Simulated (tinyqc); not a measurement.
# Four-point probe, van der Pauw, Hall and spreading-resistance readings of a semiconductor layer, step by step

A worked calculation. Computed by tinyqc, a small Python program that keeps every step. Command: `OMP_NUM_THREADS=1 python tinyqc.py 3111148 3111149 out.jsonl probe walk`. One thread of a shared host (Intel(R) Xeon(R) Processor @ 2.30GHz), about 0.01 s of CPU time with the checks. Intermediate numbers are printed to about 6 digits and carried at full precision; extremes and crossings named in words are read from the listed rows.

The layer is uniform and ohmic; contacts are points unless a radius is given.

Inputs (values chosen for the exercise, modelled on n-type silicon):
```
quantity,value,unit
carrier density n,2.3e+15,1/cm^3
drift mobility mu,1440,cm^2/(V s)
layer thickness t,380,micrometre
probe spacing s,1,mm
current I,4,mA
side ratio a/b of the van der Pauw rectangle,1.3,-
magnetic field B,0.45,T
Hall factor r_H,1.2,-
wafer diameter over spacing D/s,10,-
```

Backing of the layer: insulating.

Constants: e = 1.602176634e-19 C.

## Resistivity and sheet resistance

rho = 1/(e n mu); R_s = rho/t.

resistivity rho = 1.88451 ohm cm

sheet resistance R_s = 49.5925 ohm/square

## Four-point voltage

Collinear probes with equal spacing on a layer with insulating backing: images at depth 2 m t give V = (rho I/(2 pi s)) G, G = 1 + 4 sum_(m>=1) [1/sqrt(1 + (2 m u)^2) - 1/sqrt(4 + (2 m u)^2)], u = t/s; the sum runs to m = 20000, with the tail 3/(32 u^3 M^2) added to the sum for M = 20000. Limits: thick, rho = 2 pi s V/I; thin on an insulator, rho = (pi/ln 2) t V/I.

t/s = 0.38

G = 3.64930

voltage V = 43.7814 mV

rho by the thick formula = 6.87716 ohm cm

rho by the thin formula = 1.88511 ohm cm

The thick formula is off by +264.9 % and the thin one by 0.0 %.

## Thickness correction

The last two columns give rho(formula)/rho for rho = 2 pi s V/I and rho = (pi/ln 2) t V/I.

Correction against t/s:
```
t/s,G,thick formula,thin formula
0.1,13.8629,13.8629,1.00000
0.2,6.9315,6.9315,1.00000
0.3,4.6211,4.6211,1.00003
0.5,2.7799,2.7799,1.00264
0.7,2.0175,2.0175,1.01871
1.0,1.5045,1.5045,1.08524
1.5,1.1973,1.1973,1.29547
2.0,1.0939,1.0939,1.57814
3.0,1.0306,1.0306,2.23037
5.0,1.0070,1.0070,3.63194
```

The thin formula holds to 1 % up to t/s = 0.5 and the thick one holds to 1 % from t/s = 5.

## Finite wafer

For a thin circular wafer probed at its centre, R_s = C V/I with C = pi/(ln 2 + ln[((D/s)^2 + 3)/((D/s)^2 - 3)]).

factor C = 4.17119

error if pi/ln 2 is used = 8.65877 %

## The two van der Pauw resistances

Thin rectangle with point contacts at the corners; for R_B current and voltage contacts lie along the two sides of length a, for R_A along those of length b: exp(-pi R_A/R_s) = (theta_4/theta_3)^4, exp(-pi R_B/R_s) = (theta_2/theta_3)^4 with q = exp(-pi a/b), theta_2 = 2 sum_(m>=0) q^((m + 1/2)^2), theta_3 = 1 + 2 sum_(m>=1) q^(m^2), theta_4 = 1 + 2 sum_(m>=1) (-1)^m q^(m^2).

R_A = 4.25462 ohm

R_B = 22.7763 ohm

ratio R_B/R_A = 5.35332

## Solving the van der Pauw equation

Solve exp(-pi z R_A) + exp(-pi z R_B) = 1 for z = 1/R_s by seven Newton steps from z = 2 ln 2/(pi (R_A + R_B)); f = R_s 2 ln 2/(pi (R_A + R_B)).

Steps:
```
step,1/z (ohm),left side less 1
0,61.2570,1.14924e-01
1,50.4857,9.75988e-03
2,49.6002,8.54970e-05
3,49.5925,6.69104e-09
4,49.5925,0
5,49.5925,0
6,49.5925,0
```

R_s found = 49.5925 ohm/square

correction f = 0.809580

Averaging R_A and R_B without f would overstate R_s by 23.5 %.

## Hall reading

V_H = r_H I B/(e n t); apparent density n/r_H; Hall mobility r_H mu; Hall angle tan = r_H mu B (SI).

Hall voltage = 15.4252 mV

apparent density = 1.91667e+15 1/cm^3

Hall mobility = 1728 cm^2/(V s)

tangent of the Hall angle = 0.07776

Checks made by the program: thin limit of G, 2 ln 2/u at u = 0.02 (relative difference below 1e-10); R_s recovered (relative difference below 1e-10).
